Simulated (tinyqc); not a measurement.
Elastic strain and critical thickness of a cubic alloy layer A(1-x)B(x) on a thick substrate: one step, computed by the program tinyqc. Command: `OMP_NUM_THREADS=1 python tinyqc.py 3023377 3023378 out.jsonl misfit walk`. One thread of a shared host (Intel(R) Xeon(R) Processor @ 2.30GHz), about 0.01 s of CPU time with the checks.

Strain is positive in tension. The layer is coherent with the substrate unless said otherwise.

Task: Alloy by Vegard's rule, and misfit. a = (1 - x) a_A + x a_B, the same rule for each C_ij; misfit f = (a_S - a)/a, the in-plane strain of the coherent layer.

Inputs (values chosen for the exercise, modelled on GaAs(1-x)Sb(x) on GaAs): fraction x of B = 0.17; lattice constant a_A = 5.653 angstrom; lattice constant a_B = 6.096 angstrom; substrate lattice constant a_S = 5.653 angstrom.

C11, C12, C44 of A (GPa): [119.7, 53.75, 59.4]

C11, C12, C44 of B (GPa): [87.72, 40.31, 42.4]

Give: free lattice constant a; elastic constants; misfit f.

Result:

free lattice constant a = 5.72831 angstrom

elastic constants (GPa): C11 114.2634, C12 51.4652, C44 56.5100

misfit f = -0.013147

The layer is compressed in the plane by 1.31 %.
